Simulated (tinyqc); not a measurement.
# Surface potential of a MOS transistor: implicit equation and explicit approximations, step by step

tinyqc, about 0.01 s, one thread, Intel Xeon 2.30GHz (shared host): `OMP_NUM_THREADS=1 python tinyqc.py 2122144 2122145 out.jsonl` Printed values are rounded.

p-type body, charge-sheet picture, depletion and inversion only, full ionisation (an idealisation for deep acceptors), Boltzmann statistics (rough once Na exp(x - xn) passes about Nc/7). In units of Vt: xg = (Vg - Vfb)/Vt, x = psi/Vt, G = gamma/sqrt(Vt), xn = (2 phiF + Vc)/Vt. The implicit equation is (xg - x)^2 = G^2 [x - 1 + exp(x - xn)] for x above about 3. Cox = eps0 eox/tox.

Values chosen for this exercise; band and dielectric values close to those of 4H silicon carbide: temperature T = 300 K; band gap Eg = 3.28 eV; relative permittivity eps_r = 9.61; conduction-band density of states at T Nc = 1.7e19 cm^-3; valence-band density of states at T Nv = 2.51e19 cm^-3; relative permittivity of the gate insulator (close to silicon dioxide) eox = 3.9; insulator thickness tox = 5.4 nm; acceptor density Na = 7.2e17 cm^-3; flat-band voltage Vfb = -0.49 V; channel-body voltage Vc = 0 V; gate-body voltage Vg = 3.54 V.

Constants: q = 1.602176634e-19 C, kB = 1.380649e-23 J/K, Vt = kB T/q, eps0 = 8.8541878128e-14 F/cm where lengths are in cm. Results are converted to the units shown.

## Scales

ni = sqrt(Nc Nv) exp(-Eg/(2 Vt)), Eg in volts; phiF = Vt ln(Na/ni); gamma = sqrt(2 q eps0 eps_r Na)/Cox; VT = Vfb + Vt (xn + G sqrt(xn - 1)).

phiF = 1.55323 V
gamma = 0.692872 V^0.5
G = 4.30929
xn = 120.163
VT = 3.83256 V
xg = 155.887

## Explicit approximation

Depletion value a = 1 + [sqrt(G^2/4 + xg - 1) - G/2]^2; inversion value b = xn + ln[(xg - xn)^2/G^2 - xn + 1] and first guess y = min(a, b) - ln(1 + exp(-|a - b|)) if a > xn + 1, else b = y = a; one second-order correction with D = exp(y - xn), p = 2 (xg - y) + G^2 (1 + D), w = (xg - y)^2 - G^2 (y - 1 + D): z = y + 2 w/(p + sqrt(p^2 - 2 (2 - G^2 D) w)), or the Newton step z = y + w/p where the root is not real.

a = 110.744
b = 110.744
y = 110.744
p = 108.859
w = -0.00150700
z = 110.744

The root of the implicit equation is x = 110.744; y misses it by 1.4e-5 and z by 0, in units of Vt.

## Starting value

x = y rounded to two decimals.

x at the start = 110.740

## Iteration 1: new x

D = exp(x - xn), f = (xg - x)^2 - G^2 (x - 1 + D), f' = -2 (xg - x) - G^2 (1 + D), x(new) = x - f/f'.

D = 8.08451e-5
f = 0.411753
f' = -108.866
x after iteration 1 = 110.744

## Iteration 2: new x

As before.

D = 8.11515e-5
f = 1.42942e-5
f' = -108.859
x after iteration 2 = 110.744

## Course of the iteration

Stop when the step is below 1e-11, or after 60 iterations.

Course of the iteration:
```
iteration  x before the step     step
1                    110.740  3.78e-3
2                    110.744  1.31e-7
3                    110.744        0
```

Converged in 3 iterations.

## Potential, charges and gate control

converged x = 110.744

psi = Vt x; N_dep = Cox Vt G sqrt(x - 1)/q; N_inv = (Cox Vt G/q) [sqrt(x - 1 + exp(x - xn)) - sqrt(x - 1)]; dpsi/dVg = 1/[1 + G^2 (1 + exp(x - xn))/(2 (xg - x))].

psi = 2.86295 V
N_dep = 4.65800e12 cm^-2
N_inv = 1.7222e6 cm^-2
dpsi/dVg = 0.829398

psi lies 9.4 Vt below 2 phiF + Vc.
